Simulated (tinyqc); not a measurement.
# Changing the heater half-width b

Model: the 3-omega method: a line heater on a substrate with a thin film. Computed by tinyqc, a small Python program. Command: `OMP_NUM_THREADS=1 python tinyqc.py 3005166 3005167 out.jsonl threeomega sweep`. One thread of a shared host (Intel(R) Xeon(R) Processor @ 2.30GHz), about 0.01 s of CPU time with the checks.

A current at angular frequency omega = 2 pi f heats the line at 2 omega with the amplitude P per length; the temperature swing Delta T at 2 omega gives a voltage at 3 omega. The substrate is taken as semi-infinite and isotropic, and the heat capacity of heater and film is left out.

Inputs (values chosen for the exercise, modelled on silicon nitride on silicon carbide): substrate conductivity kappa = 407 W/(m K); substrate heat capacity C = 2.16 1e6 J/(m^3 K); power amplitude per length P = 7 W/m; current frequency f = 2600 Hz; film thickness t = 100 nm; film conductivity kappa_f = 2.5 W/(m K); interface resistance R_i = 3.4 m^2 K/GW; substrate thickness d_s = 300 micrometre; temperature coefficient of resistance beta = 2.9 1e-3/K; voltage amplitude V_1 = 2.8 V.

Method:
- D = kappa/C; q = sqrt(2 i omega/D); penetration depth 1/|q| = sqrt(D/(2 omega)).
- Delta T_s = (P/(pi kappa)) int_0^infinity (sin x/x)^2 / sqrt(x^2 + (q b)^2) dx with (q b)^2 = i |q b|^2, averaged over the heater width (12 Gauss-Legendre points on each of the pieces 0, 14 log-spaced edges from 1e-5 to 1, and multiples of pi to 40 pi; the tail adds 1/(4 (40 pi)^2)).
- For |q| b much below 1: Delta T_s = (P/(pi kappa)) [-ln(|q| b) + eta - i pi/4], eta = 3/2 - C_E = 0.92278, with Euler's C_E = 0.5772157.
- One-dimensional flow across the film: Delta T_f = P (t/kappa_f + R_i)/(2 b); total in-phase swing Delta T = Delta T_s + Delta T_f; third-harmonic amplitude V_3 = V_1 beta |Delta T|/2 with the out-of-phase part included; the apparent film conductivity is t/(t/kappa_f + R_i).
- Take the in-phase swing at f and at 2f; in the narrow-line limit kappa = P ln 2/(2 pi [Delta T(f) - Delta T(2f)]), whatever the film and the heater width.

One run for each value; columns: (1) heater half-width b (micrometre); (2) error of the slope method (%); (3) in-phase Delta T_s (K); (4) Delta T_f (K); (5) film share of the in-phase swing; (6) |q| b:
```
(1)          (2)      (3)     (4)     (5)    (6)
0.50   1.637e-03  0.03255  0.3038  0.9032  0.007
0.94   5.785e-03  0.02910  0.1616  0.8474  0.012
3.40   7.554e-02  0.02206  0.0447  0.6695  0.045
6.30   2.583e-01  0.01869  0.0241  0.5634  0.083
12.00  9.275e-01  0.01517  0.0127  0.4549  0.158
22.00  3.049e+00  0.01189  0.0069  0.3673  0.290
42.00  1.061e+01  0.00850  0.0036  0.2985  0.553
80.00  3.574e+01  0.00542  0.0019  0.2595  1.053
```

Give the missing row, heater half-width b (micrometre) = 1.80.

Computed row; columns: (1) heater half-width b (micrometre); (2) error of the slope method (%); (3) in-phase Delta T_s (K); (4) Delta T_f (K); (5) film share of the in-phase swing; (6) |q| b:
```
(1)         (2)      (3)     (4)     (5)    (6)
1.80  2.120e-02  0.02554  0.0844  0.7677  0.024
```

Interpolating between the two neighbouring rows (the first column on a logarithmic scale, the others too where they are positive) misses most in film share of the in-phase swing, by 2.0 %. Over the rows, error of the slope method (%) rises from 0.00164 to 35.7 (exponent d ln y / d ln x 2.0 between the first rows and 1.9 between the last); in-phase Delta T_s (K) falls from 0.0326 to 0.00542 (exponent d ln y / d ln x -0.18 between the first rows and -0.70 between the last); Delta T_f (K) falls from 0.304 to 0.00190 (exponent d ln y / d ln x about -1.0 throughout). The exponent of Delta T_f stays at -1: the flux is P/(2b). Narrow heaters keep the slope method exact and raise the film signal as 1/b, while the substrate signal changes only as ln b as long as |q| b is well below 1.

Caution (all rows): the penetration depth exceeds a fifth of the substrate thickness, so the back face is felt and the semi-infinite formula fails.
